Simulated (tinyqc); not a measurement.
## Slope factor and drain-induced lowering from three currents

Question. With source and body at 0 V, I = A exp((Vg + dd Vd)/(nf Vt)) (1 - exp(-Vd/Vt)). Find nf, the swing nf Vt ln 10 and dd.

Inputs (values chosen for the exercise):
```
symbol  value  unit      meaning
T         358     K  temperature
```

Constants: q = 1.602176634e-19 C, kB = 1.380649e-23 J/K, Vt = kB T/q. Results are converted to the units shown.

currents at (Vg, Vd) = (0, 0.05), (0, 1.2) and (0.09, 1.2) V (nA/um): 0.0029067593  0.022661676  0.24762983

Answer. The pair at equal Vd gives nf; the pair at equal Vg, after dividing out the factors 1 - exp(-Vd/Vt), gives dd.

nf = 1.220
swing = 86.66 mV/decade
dd = 0.06000

tinyqc, about 0.03 s, one thread, Intel Xeon 2.30GHz (shared host): `OMP_NUM_THREADS=1 python tinyqc.py 2242033 2242034 out.jsonl`
